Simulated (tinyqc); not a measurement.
Doping and barrier from two capacitances.

Inverse problem. A Schottky diode on a uniformly doped n-type layer obeys (A/C)^2 = 2 (Vbi - V - Vt)/(q eps0 eps_r Nd) in reverse bias, with phiB = Vbi + Vt ln(Nc/Nd) and image force ignored. Find Nd, Vbi and phiB.

Parameters, values chosen for the exercise; band and dielectric values those of a made-up semiconductor:
- T = 300 K (temperature)
- eps_r = 14.4 (relative permittivity)
- Nc = 2.44e19 cm^-3 (conduction-band density of states at T)
- A = 0.0024 cm^2 (diode area)

Constants: q = 1.602176634e-19 C, kB = 1.380649e-23 J/K, Vt = kB T/q, eps0 = 8.8541878128e-14 F/cm where lengths are in cm. Results are converted to the units shown.

C at V = -0.9 and -4.3 V (pF): 713.62980  384.05980

Answer. The slope of (A/C)^2 against -V gives Nd, the intercept Vbi - Vt, and the Fermi-level depth Vt ln(Nc/Nd) is added for the barrier.

Nd = 1.20e18 cm^-3
Vbi = 0.512 V
phiB = 0.590 eV

tinyqc, about 0.06 s, one thread, Intel Xeon 2.30GHz (shared host): `OMP_NUM_THREADS=1 python tinyqc.py 2020112 2020113 out.jsonl`
